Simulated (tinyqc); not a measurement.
From specific contact resistance rho_c back to doping N: specific resistance of a metal-semiconductor contact and its transmission-line measurement. Computed by tinyqc, a small Python program. Command: `OMP_NUM_THREADS=1 python tinyqc.py 3017517 3017518 out.jsonl contact inv`. One thread of a shared host (Intel(R) Xeon(R) Processor @ 2.30GHz), about 0.02 s of CPU time with the checks.

The barrier is parabolic (depletion approximation), energies E are normal energies counted from the band edge in the neutral semiconductor (downwards for holes), and the bias is zero. xi is an input, held fixed when other inputs move.

Inputs (values chosen for the exercise, modelled on p-type SiGe): tunnelling mass m = 0.28 m_0; permittivity eps = 13; Richardson constant A* = 30.9 A/(cm^2 K^2); barrier height phi_B = 0.28 eV; Fermi level above the band edge in the bulk, xi = -0.093 eV; temperature T = 500 K.

Image-force lowering: left out.

Constants: hbar = 1.054571817e-34 J s; eps_0 = 8.8541878128e-12 F/m; m_0 = 9.1093837015e-31 kg; k_B = 8.617333262e-05 eV/K; e = 1.602176634e-19 C.

Method:
- E_00 = (e hbar/2) sqrt(N/(eps eps_0 m)); band bending E_b = phi_B + xi; depletion width w = sqrt(2 eps eps_0 E_b/(e^2 N)).
- WKB transmission for E < E_b, with a = E/E_b: D = exp{-(E_b/E_00) [sqrt(1 - a) - a ln((1 + sqrt(1 - a))/sqrt(a))]}; D = 1 above.
- At zero bias 1/rho_c = (e A*/k_B^2) int D(E) f(E) dE, f = 1/(1 + exp((E - xi)/k_B T)); 200 Gauss-Legendre points from 0 to E_b, and k_B T ln(1 + exp((xi - E_b)/k_B T)) for the part above the barrier; the share of tunnelling is the part below.

Problem. A run gave the result below. Find the doping N, known to lie between 3.7e+18 and 7.8e+18 1/cm^3.

specific contact resistance rho_c = 9.403172e-07 ohm cm^2

Solution.

Each step takes the trial c = (a f_b - b f_a)/(f_b - f_a), f being the result less the target and a, b, c the logarithms of the listed values; c replaces end b, the old b replaces a if the sign of f changed, and otherwise f_a is halved.

Scan of the range:
```
doping N (1/cm^3)  specific contact resistance rho_c (ohm cm^2)
3.70e+18                                            9.92020e-07
4.19e+18                                            9.32437e-07
4.74e+18                                            8.74710e-07
5.37e+18                                            8.17917e-07
6.08e+18                                            7.63240e-07
6.89e+18                                            7.10241e-07
7.80e+18                                            6.59921e-07
```

False position (Illinois rule, in the logarithm of the input) inside the bracket:
```
step        end a        end b        trial  specific contact resistance rho_c (ohm cm^2)
1     3.70000e+18  4.19000e+18  4.12164e+18                                   9.40243e-07
2     3.70000e+18  4.12164e+18  4.12037e+18                                   9.40390e-07
3     4.12164e+18  4.12037e+18  4.12100e+18                                   9.40317e-07
4     4.12037e+18  4.12100e+18  4.12100e+18                                   9.40317e-07
```

Specific contact resistance rho_c falls at every point of a 13-point scan of the range (every second point is shown), so one value fits; it is bracketed by 3.70e18 and 4.19e18. Answer: doping N = 4.121e18 1/cm^3.
